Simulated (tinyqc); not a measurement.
From T_c, Allen-Dynes back to coupling lambda_1: critical temperature from a phonon spectrum: McMillan, Allen-Dynes and the linearised Eliashberg equation. Computed by tinyqc, a small Python program. Command: `OMP_NUM_THREADS=1 python tinyqc.py 3030077 3030078 out.jsonl eliashberg inv`. One thread of a shared host (Intel(R) Xeon(R) Processor @ 2.30GHz), about 0.03 s of CPU time with the checks.

alpha^2 F(omega) = sum_i (lambda_i omega_i/2) delta(omega - omega_i), so that lambda = 2 int alpha^2 F/omega d omega = sum_i lambda_i.

Inputs (values chosen for the exercise, for a model metal):

| quantity | value | unit |
|---|---|---|
| peak energy omega_1 | 40.1 | meV |
| peak energy omega_2 | 84.1 | meV |
| coupling lambda_2 | 0.306 | - |
| Coulomb pseudopotential mu* | 0.15 | - |

Peaks in alpha^2 F: two.

Constants: k_B = 8.617333262e-05 eV/K.

Method. omega_log = exp(sum lambda_i ln omega_i / lambda); omega_rms = sqrt(sum lambda_i omega_i^2 / lambda). McMillan form: k_B T_c = (omega_log/1.2) exp[-1.04 (1 + lambda)/(lambda - mu* (1 + 0.62 lambda))]. Allen-Dynes multiplies it by f1 f2: f1 = [1 + (lambda/L1)^(3/2)]^(1/3), L1 = 2.46 (1 + 3.8 mu*); f2 = 1 + (omega_rms/omega_log - 1) lambda^2/(lambda^2 + L2^2), L2 = 1.82 (1 + 6.3 mu*) omega_rms/omega_log.

Question. A run gave the result below. Find the coupling lambda_1, known to lie between 0.7 and 1.6.

T_c, Allen-Dynes = 38.27482 K

Answer.

Each step takes the trial c = (a f_b - b f_a)/(f_b - f_a), f being the result less the target and a, b, c the logarithms of the listed values; c replaces end b, the old b replaces a if the sign of f changed, and otherwise f_a is halved.

Scan of the range:

| coupling lambda_1 | T_c, Allen-Dynes (K) |
|---|---|
| 0.700 | 33.0877 |
| 0.803 | 38.8328 |
| 0.922 | 45.0127 |
| 1.060 | 51.5929 |
| 1.210 | 58.1035 |
| 1.390 | 65.1596 |
| 1.600 | 72.5298 |

False position (Illinois rule, in the logarithm of the input) inside the bracket:

| step | end a | end b | trial | T_c, Allen-Dynes (K) |
|---|---|---|---|---|
| 1 | 0.700000 | 0.803000 | 0.792366 | 38.2566 |
| 2 | 0.803000 | 0.792366 | 0.792699 | 38.2748 |
| 3 | 0.803000 | 0.792699 | 0.792701 | 38.2749 |
| 4 | 0.792699 | 0.792701 | 0.792700 | 38.2748 |

T_c, Allen-Dynes rises at every point of a 13-point scan of the range (every second point is shown), so one value fits; it is bracketed by 0.700 and 0.803. Answer: coupling lambda_1 = 0.7927.
